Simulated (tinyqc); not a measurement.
Undoped symmetric double-gate MOSFET, analytic potential model: one step of the calculation.

An undoped body of thickness ts between two equal insulators and tied gates; long channel, electrons only, n = ni exp((psi - V)/Vt) with V the quasi-Fermi potential (0 at the source, Vd at the drain), constant mobility, no quantisation. Across the body psi(x) = V - 2 Vt ln[(ts/(2 beta)) sqrt(q ni/(2 eps0 eps_r Vt)) cos(2 beta x/ts)], x from the centre. Q is the electron charge per area of the whole body.

Question. Constants of the body. ni = sqrt(Nc Nv) exp(-Eg/(2 Vt)), Eg in volts; r = eps_r tox/(eox ts); V0 = dphi + 2 Vt ln[(2/ts) sqrt(2 eps0 eps_r Vt/(q ni))].

Values chosen for this exercise; material values close to those of gallium arsenide:
- T = 300 K (temperature)
- Eg = 1.45 eV (band gap)
- eps_r = 13.1 (relative permittivity of the semiconductor)
- Nc = 4.37e17 cm^-3 (conduction-band density of states at T)
- Nv = 8.86e18 cm^-3 (valence-band density of states at T)
- eox = 22.3 (relative permittivity of the gate insulator)
- tox = 12 nm (insulator thickness)
- ts = 25 nm (body thickness)
- dphi = 0.25 V (gate work function less that of the intrinsic body)

Constants: q = 1.602176634e-19 C, kB = 1.380649e-23 J/K, Vt = kB T/q, eps0 = 8.8541878128e-14 F/cm where lengths are in cm. Results are converted to the units shown.

Give: ni; r; V0.

Answer.

ni = 1.3016e6 cm^-3
r = 0.28197
V0 = 0.92056 V

tinyqc, about 0.03 s, one thread, Intel Xeon 2.30GHz (shared host): `OMP_NUM_THREADS=1 python tinyqc.py 2440138 2440139 out.jsonl`
